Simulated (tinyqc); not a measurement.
Comparisons within one model: two-node Weyl semimetal on a cubic lattice and its slab. A value that a table varies takes the place of the one given here.

H = d.s with dx = t sin kx, dy = t sin ky, dz = m (2 - cos kx - cos ky) + M(kz), M = tz (cos k0 - cos kz), k in 1/a. Nodes at (0, 0, +/-k0). Berry curvature of the lower band along z: Omega = d.(dd/dkx x dd/dky)/(2|d|^3), in the sense curl of i<u|grad u>.

Slab of N layers along x with hard walls: layer block t sin(ky) sy + (m (2 - cos ky) + M(kz)) sz, block to the next layer t sx/(2i) - m sz/2.

Parameters, chosen for this exercise: t = 0.85 eV (hopping in sx and sy); m = 0.68 eV (mass term); tz = 0.48 eV (hopping along z); k0 = 1.37 1/a (position of the nodes); k = (-0.7, 0.46, 2.75) 1/a (wave vector).

## Planes of fixed kz and the Fermi arc

C is the sum of Omega over a 24 x 24 mesh, k = (j + 1/2) 2 pi/24, times (2 pi/24)^2/(2 pi). Slab of 30 layers at ky = 0: lowest positive level and weight of the middle pair on the two outer layers.

Against kz:
```
kz (1/a)   M (eV)       C  slab level (eV)  surface weight
0.000     -0.3843  -1.000          0.00000           0.801
0.400     -0.3464  -1.000          0.00000           0.750
0.800     -0.2387  -0.999          0.00003           0.572
1.200     -0.0782  -0.867          0.00834           0.219
1.600      0.1098  -0.069          0.13228           0.024
2.000      0.2955  -0.001          0.30856           0.009
2.400      0.4497   0.000          0.45991           0.006
2.800      0.5480   0.000          0.55715           0.005
3.142      0.5757   0.000          0.58464           0.005
```

C is -1 for kz below k0 = 1.37 and 0 above, within 0.133 on this mesh. Where C = -1 the slab has a level near zero (exactly zero for a thick slab) on its faces (weight 0.80 at kz = 0): these points form the arc from -k0 to +k0, of length 2.74/a. Towards the node M goes to zero and the state spreads into the bulk; beyond it the level follows M, raised by the confinement in the slab.

## Hybridisation of the two arcs

ky = 0, kz = 0; lowest positive level against the number of layers. On a half space the amplitudes are z1^n - z2^n with z the roots of (t + m) z^2/2 - (m + M) z + (m - t)/2 = 0.

Level:
```
N      E (eV)
3     0.09207
4     0.05277
5     0.03003
6     0.01732
8    0.005782
10   0.001935
12  0.0006477
```

z1, z2: 0.5786  -0.1920

The larger root has |z| = 0.5786, so the level should fall by about |z|^2 = 0.335 for two more layers; from 10 to 12 it changes by a factor 0.335.

## What each parameter does

|E| and Omega at k, the velocity tz sin(k0) and k0/pi. Each row changes one parameter from the base and keeps the others.

Results:
```
case            |E| (eV)  Omega (a^2)  vz (eV a)  |sigma_xy| (e^2/(h a))
base              1.0174       0.0591     0.4704                  0.4361
t = 0.765 eV      0.9752       0.0544     0.4704                  0.4361
m = 0.748 eV      1.0350       0.0497     0.4704                  0.4361
tz = 0.432 eV     0.9772       0.0524     0.4233                  0.4361
k0 = 1.507 1/a    0.9691       0.0507     0.4790                  0.4797
```

The largest shifts from the base row, up to three for each result and ties (the steps differ in size, so this ranks the rows, not the parameters). |E| (eV): k0 -0.0484, t -0.0422, tz -0.0402. Omega (a^2): m -0.0094, k0 -0.0084, tz -0.0067. vz (eV a): tz -0.0470, k0 +0.0087; unchanged at the printed digits by t and m. |sigma_xy| (e^2/(h a)): k0 +0.0436; unchanged at the printed digits by t, m and tz. The Hall conductivity depends on the separation of the nodes alone, with EF at the nodes and no further nodes.

(tinyqc, `OMP_NUM_THREADS=1 python tinyqc.py 1451484 1451485 out.jsonl`, Intel(R) Xeon(R) Processor @ 2.30GHz, 1 thread, shared host, about 0.2 s.)
